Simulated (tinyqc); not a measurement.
Four-point probe, van der Pauw, Hall and spreading-resistance readings of a semiconductor layer: one step, computed by the program tinyqc. Command: `OMP_NUM_THREADS=1 python tinyqc.py 3111243 3111244 out.jsonl probe walk`. One thread of a shared host (Intel(R) Xeon(R) Processor @ 2.30GHz), about 0.01 s of CPU time with the checks.

The layer is uniform and ohmic; contacts are points unless a radius is given.

Problem. Hall reading. V_H = r_H I B/(e n t); apparent density n/r_H; Hall mobility r_H mu; Hall angle tan = r_H mu B (SI).

Inputs (values chosen for the exercise, modelled on n-type silicon):

| quantity | value | unit |
|---|---|---|
| carrier density n | 2.6e+15 | 1/cm^3 |
| drift mobility mu | 1400 | cm^2/(V s) |
| layer thickness t | 250 | micrometre |
| current I | 0.05 | mA |
| magnetic field B | 0.92 | T |
| Hall factor r_H | 1 | - |

Backing of the layer: insulating.

Constants: e = 1.602176634e-19 C.

Give: Hall voltage; apparent density; Hall mobility; tangent of the Hall angle.

Solution.

Hall voltage = 0.44171 mV

apparent density = 2.60e+15 1/cm^3

Hall mobility = 1400 cm^2/(V s)

tangent of the Hall angle = 0.1288
